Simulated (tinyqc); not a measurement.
Coherent potential approximation for a binary alloy with a semi-elliptic band: sweeps and comparisons. A value that a table varies takes the place of the one given here.

Site levels eA = -x d (share 1 - x) and eB = (1 - x) d (share x), so that their mean, the virtual crystal, is 0. Pure band: G0(z) = 2 (z - sqrt(z - W) sqrt(z + W))/W^2 with principal roots, density -Im G/pi per site. The medium has a self-energy S(z), G = G0(z - S), z = E + i eta. t_i = (e_i - S)/(1 - (e_i - S) G); the CPA demands <t> = (1 - x) tA + x tB = 0. Iteration: start at S = 0, set S(new) = S + <t>/(1 + <t> G), stop when |<t>| < 1e-9 eV.

Values chosen for the exercise: W = 1.6 eV (half width of the pure band); x = 0.13 (fraction of B); d = 2.24 eV (eB - eA); eta = 0.032 eV (broadening); E1 = -1.9 eV (first energy); dE = 0.39 eV (step); E = 0.87 eV (energy).

## Virtual crystal, CPA and unmixed bands

Fifteen energies E1 + j dE. Virtual crystal: G0(z). Unmixed: (1 - x) G0(z - eA) + x G0(z - eB), the limit of large separate grains.

Densities (1/eV) and self-energy (eV):

| E (eV) | virtual crystal | CPA | unmixed | Re S | Im S |
|---|---|---|---|---|---|
| -1.90 | 0.0068 | 0.0160 | 0.0363 | -0.1885 | -0.0040 |
| -1.51 | 0.1257 | 0.2175 | 0.2177 | -0.2138 | -0.0391 |
| -1.12 | 0.2764 | 0.3075 | 0.2895 | -0.2234 | -0.0615 |
| -0.73 | 0.3462 | 0.3515 | 0.3263 | -0.2353 | -0.0806 |
| -0.34 | 0.3809 | 0.3661 | 0.3396 | -0.2513 | -0.0986 |
| 0.05 | 0.3898 | 0.3546 | 0.3322 | -0.2741 | -0.1164 |
| 0.44 | 0.3747 | 0.3136 | 0.3175 | -0.3097 | -0.1324 |
| 0.83 | 0.3323 | 0.2273 | 0.2762 | -0.3746 | -0.1371 |
| 1.22 | 0.2498 | 0.0199 | 0.1537 | -0.6321 | -0.0510 |
| 1.61 | 0.0407 | 0.0174 | 0.0554 | -2.5674 | -0.8664 |
| 2.00 | 0.0053 | 0.1366 | 0.0534 | 0.7979 | -1.3948 |
| 2.39 | 0.0028 | 0.1342 | 0.0504 | 0.8993 | -0.6662 |
| 2.78 | 0.0018 | 0.0162 | 0.0444 | 0.7732 | -0.0685 |
| 3.17 | 0.0013 | 0.0027 | 0.0333 | 0.4529 | -0.0135 |
| 3.56 | 0.0010 | 0.0015 | 0.0059 | 0.3357 | -0.0069 |

d/W = 1.40. CPA and virtual crystal differ by at most 0.230 1/eV, at 1.22 eV, against a peak of 0.398 for the pure band. |Im S| is largest at 2.00 eV (Im S = -1.395 eV); where the density is near zero this is no damping of states. The CPA density has a dip at 1.61 eV (0.0174): the band is parting, or has parted, into an A-like and a B-like subband (in a true gap only the tail of eta remains), which no virtual crystal can show.

## Bowing of the band edge from disorder

For eta = 0 the CPA reads G = (1 - x)/(y - eA) + x/(y - eB) with y = E - W^2 G/4; the lower edge is the maximum of E(y) = y + W^2 G(y)/4 for y < eA. The virtual crystal puts it at -W. Second order: -W - 2 x (1 - x) d^2/W, from S = x (1 - x) d^2 G0(-W), G0(-W) = -2/W.

Lower edge (eV):

| x | edge | edge + W | second order | (edge + W)/(x (1 - x)) |
|---|---|---|---|---|
| 0.05 | -1.6821 | -0.0821 | -0.2979 | -1.7280 |
| 0.10 | -1.7632 | -0.1632 | -0.5645 | -1.8136 |
| 0.25 | -2.0001 | -0.4001 | -1.1760 | -2.1341 |
| 0.40 | -2.2247 | -0.6247 | -1.5053 | -2.6030 |
| 0.50 | -2.3652 | -0.7652 | -1.5680 | -3.0608 |
| 0.60 | -2.4954 | -0.8954 | -1.5053 | -3.7310 |
| 0.75 | -2.6613 | -1.0613 | -1.1760 | -5.6604 |
| 0.90 | -2.7524 | -1.1524 | -0.5645 | -12.8050 |
| 0.95 | -2.7366 | -1.1366 | -0.2979 | -23.9289 |

second-order coefficient = -6.2720 eV

Disorder pushes the edge below the virtual crystal, most at x = 0.9 (-1152 meV). The coefficient runs from -1.728 at x = 0.05 to -23.929 eV at 0.95, against -6.272 in second order, which is only a guide at d/W = 1.40: it depends strongly on x and is largest in size where the low-lying A atoms are dilute and act as attractive impurities. For d above W/2 they bind a level, and the ratio then measures that level rather than bowing.

## When the band splits

x as given, d varied, eta as given. The density is taken at E = (eA + eB)/2 and at E = eA + eB = (1 - 2x) d, where S has its pole for well split bands; a gap shows as a density of the size of the broadening tail.

Between the two levels:

| d/W | d (eV) | density at the midpoint (1/eV) | density at (1 - 2x) d (1/eV) | Im S at the midpoint (eV) |
|---|---|---|---|---|
| 0.2 | 0.32 | 0.3855 | 0.3821 | -0.014 |
| 0.4 | 0.64 | 0.3730 | 0.3574 | -0.049 |
| 0.6 | 0.96 | 0.3546 | 0.3120 | -0.091 |
| 0.8 | 1.28 | 0.3318 | 0.2345 | -0.124 |
| 1.0 | 1.60 | 0.3045 | 0.0654 | -0.143 |
| 1.2 | 1.92 | 0.2709 | 0.0299 | -0.147 |
| 1.5 | 2.40 | 0.2004 | 0.0321 | -0.126 |
| 2.0 | 3.20 | 0.0120 | 0.0172 | -0.025 |

The midpoint density falls from 0.386 to 0.0120 1/eV; it first drops below a tenth of the pure peak (0.040) at d/W = 2. At (1 - 2x) d the density drops below that mark at d/W = 1.2, so the bands have parted by then (this mark lags the true splitting), and is least, 0.0172, at d/W = 2. For x = 1/2 the two coincide and the band splits at d = W exactly; here x = 0.13. The size of Im Sigma at the midpoint is largest at d/W = 1.2. It is a lifetime only where the density there is finite; for well separated bands, d/W above 1/(2 sqrt(x (1 - x))), S has a pole in the gap at (1 - 2x) d.

## What each parameter does

Converged values at E. Each row changes one parameter from the base and keeps the others.

Results:

| case | Re S (eV) | Im S (eV) | density (1/eV) |
|---|---|---|---|
| base | -0.3846 | -0.1354 | 0.2139 |
| W = 1.76 eV | -0.3622 | -0.1597 | 0.2246 |
| x = 0.18 | -0.6242 | -0.1678 | 0.1321 |
| d = 2.464 eV | -0.4221 | -0.1250 | 0.2044 |
| eta = 0.064 eV | -0.3860 | -0.1441 | 0.2077 |
| E = 1.03 eV | -0.4383 | -0.1149 | 0.1421 |

The largest shifts from the base row, up to three for each result and ties (the steps differ in size, so this ranks the rows, not the parameters). Re S (eV): x -0.2396, E -0.0536, d -0.0374. Im S (eV): x -0.0325, W -0.0243, E +0.0205. density (1/eV): x -0.0818, E -0.0718, W +0.0107.

tinyqc: `OMP_NUM_THREADS=1 python tinyqc.py 1450422 1450423 out.jsonl`; about 0.01 s, one thread, shared Intel(R) Xeon(R) Processor @ 2.30GHz.
